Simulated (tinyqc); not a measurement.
Electron continuity equation in a given potential, Scharfetter-Gummel discretisation: one step of the calculation.

Steady state in one dimension: J = q mu n E + q D dn/dx with E = -dpsi/dx and D = mu Vt, dJ/dx = q (n/tau - G), fixed densities nL and nR at the ends. The potential is given, psi = U x/L - Ub exp(-((x/L - xb)/sb)^2), and is not changed by the electrons.

Question. Tridiagonal system for the inner nodes. Row i (1 to 9): B(-d_(i-1)) n_(i-1) + b_i n_i + B(d_i) n_(i+1) = f_i with b_i = -B(-d_i) - B(d_(i-1)) - h^2/(D tau) and f_i = -G h^2/D; the known end values are moved to the right: f_1 loses B(-d_0) nL and f_9 loses B(d_9) nR. h = L/10, D = mu Vt.

Parameters, values chosen for the exercise; mobility close to that of silicon at room temperature: temperature T = 300 K; electron mobility mu = 1380 cm^2/(V s); length of the region L = 8.1 um; density at x = 0 nL = 3.4e13 cm^-3; density at x = L nR = 0 cm^-3; lifetime tau = 2.9e-8 s; uniform generation rate G = 6.5e21 cm^-3 s^-1.

Constants: q = 1.602176634e-19 C, kB = 1.380649e-23 J/K, Vt = kB T/q. Results are converted to the units shown.

```
interval,B(d_i),B(-d_i)
0,0.90822178,1.0977622
1,0.90822754,1.0977557
2,0.90934627,1.0964873
3,0.96339698,1.0375186
4,1.6679171,0.53981768
5,2.9252903,0.18972689
6,0.50280551,1.7499373
7,0.17267015,3.0413407
8,0.65869969,1.4427117
9,0.89468978,1.1132665
```

Find: diagonal b; right side f.

Answer.

```
node,diagonal b,right side f (cm^-3)
1,-2.012,-3.852e13
2,-2.011,-1.195e12
3,-1.953,-1.195e12
4,-1.510,-1.195e12
5,-1.864,-1.195e12
6,-4.682,-1.195e12
7,-3.550,-1.195e12
8,-1.622,-1.195e12
9,-1.778,-1.195e12
```

Computed by the program tinyqc: `OMP_NUM_THREADS=1 python tinyqc.py 2220056 2220057 out.jsonl`, one thread of a shared Intel Xeon 2.30GHz, about 0.01 s for the whole run.
